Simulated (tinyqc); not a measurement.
Comparisons within one model: Slater-Koster d bands of a bcc metal. A value that a table varies takes the place of the one given here.

Slater-Koster d bands. For a bond with direction cosines (l, m, n) the 5 x 5 block is dds Ps + ddp Pp + ddd (1 - Ps - Pp), the projectors on sigma, pi and delta states about the bond; for instance <xy|xy> = 3 l^2 m^2 dds + (l^2 + m^2 - 4 l^2 m^2) ddp + (n^2 + l^2 m^2) ddd, <xy|yz> = 3 l m^2 n dds + l n (1 - 4 m^2) ddp + l n (m^2 - 1) ddd and <3z2-r2|3z2-r2> = (n^2 - (l^2 + m^2)/2)^2 dds + 3 n^2 (l^2 + m^2) ddp + (3/4)(l^2 + m^2)^2 ddd. H(k) sums the blocks times cos(k.R) over the neighbours; the d level is the zero of energy; k in 2 pi/a.

Neighbours: eight at (a/2)(1,1,1) and equivalents, and six at a(1,0,0) and equivalents with the integrals times f2.

Mesh: k = f1 b1 + f2 b2 + f3 b3 with fractions (j + 1/2)/N, j = 0 to N - 1, and b = (-1,1,1), (1,-1,1), (1,1,-1) for fcc, (0,1,1), (1,0,1), (1,1,0) for bcc, unit vectors for simple cubic. The lowest Nd/10 of all levels are filled with two electrons each; the bond energy is their sum per atom.

Parameters, chosen for this exercise (of the size met in Ta; shifted at random, so the results belong to these values and not to a real crystal): dds = -1.365 eV (dd sigma); ddp = 0.628 eV (dd pi); ddd = -0.218 eV (dd delta); f2 = 0.5 (factor on all three integrals for second neighbours); N = 10 (mesh).

## Band filling: full bands against the rectangular model

W = sqrt(12 mu2) with mu2 the mean square level on the mesh; rectangular model: Fermi level W (Nd/10 - 1/2), bond energy -W Nd (10 - Nd)/20. The Fermi level of the mesh is the highest filled level.

Per atom (eV):
```
Nd  EF, bands  bond energy, bands  EF, rectangle  bond energy, rectangle
1      -3.009              -3.366         -3.166                  -3.561
2      -2.578              -6.127         -2.374                  -6.331
3      -2.039              -8.503         -1.583                  -8.310
4      -0.957             -10.057         -0.791                  -9.497
5       0.529             -10.016          0.000                  -9.893
6       1.088              -9.135          0.791                  -9.497
7       1.581              -7.790          1.583                  -8.310
8       2.057              -6.011          2.374                  -6.331
9       2.904              -3.556          3.166                  -3.561
```

W = 7.914 eV
full width on the mesh = 9.182 eV

The bond energy is deepest at Nd = 4 (-10.057 eV); the rectangle has its minimum at 5. The two differ most at Nd = 4, by 0.561 eV or 6 % of the deepest value: the second moment fixes the parabola, and higher moments the rest. At Nd = 3 and 7 the bands give -8.503 and -7.790 eV, a skew towards less than half filling.

## Which lattice a d-band metal prefers

fcc has twelve neighbours, bcc eight and six (the six times f2), simple cubic six. The integrals of bcc and sc are scaled so that all three have the second moment of fcc, which stands for equal repulsion (structural energy difference theorem). s and p electrons are left out.

Bond energy per atom:
```
Nd  fcc (eV)  bcc - fcc (meV)  sc - fcc (meV)
1     -4.043              260            -470
2     -7.017              131            -222
3     -9.248             -308             239
4    -10.802             -501             838
5    -11.336               79            1072
6    -10.741              474             776
7     -9.171              417             162
8     -6.894              137            -345
9     -3.817             -180            -696
```

scale factors: bcc 1.1239, sc 1.4142

mu3/mu2^1.5: fcc -0.065, bcc -0.065, sc 0.000

mu4/mu2^2: fcc 1.769, bcc 1.703, sc 2.694

largest change of a difference when N is raised to 14 = 35 meV

fcc is lowest for Nd = 5, 6 and 7. bcc is lowest for Nd = 3 and 4. sc is lowest for Nd = 1, 2, 8 and 9. bcc gains most on fcc at Nd = 4 (-501 meV). A small fourth moment marks a two-peaked band, which tends to favour fillings near one half; bcc has -4 % against fcc, and at Nd = 5 it lies +79 meV from fcc, which the fourth moment alone does not explain (differences of a few tens of meV are within the error of the mesh; hcp is left out, and this d-only model can miss the lattice of the real metal). The third moments, from three-membered rings, skew the bands. That simple cubic wins anywhere comes from keeping d bands and equal second moments alone; no transition metal takes it. Differences below about 35 meV are within the error of this mesh, and the s and p electrons left out weigh most where the d band is nearly empty or full.

## What each integral does

Levels at Gamma, E(t2g) = (8/3) dds + (16/9) ddp + (32/9) ddd + f2 (4 ddp + 2 ddd), E(eg) = (16/3) ddp + (8/3) ddd + f2 (3 dds + 3 ddd), and W = sqrt(12 mu2), the width of a rectangular band with the same second moment mu2 = z (dds^2 + 2 ddp^2 + 2 ddd^2)/5, z = 8 + 6 f2^2. Each row changes one parameter from the base and keeps the others.

Results:
```
case              t2g (eV)  eg (eV)  W (eV)
base               -2.2607   0.3935  7.9141
dds = -1.1603 eV   -1.7148   0.7006  7.1307
ddp = 0.7222 eV    -1.9048   0.8959  8.2724
ddd = -0.2507 eV   -2.4096   0.2572  7.9581
f2 = 0.425         -2.4164   0.7497  7.7387
```

The largest shifts from the base row, up to three for each result and ties (the steps differ in size, so this ranks the rows, not the parameters). t2g (eV): dds +0.5459, ddp +0.3559, f2 -0.1557. eg (eV): ddp +0.5024, f2 +0.3562, dds +0.3070. W (eV): dds -0.7834, ddp +0.3583, f2 -0.1753. The ratio of the shifts of t2g and eg names the integral: it is the ratio of the coefficients in the two formulas.

Run: tinyqc, `OMP_NUM_THREADS=1 python tinyqc.py 1452714 1452715 out.jsonl`; Intel(R) Xeon(R) Processor @ 2.30GHz, one thread, shared host; about 0.05 s of CPU time with all checks.
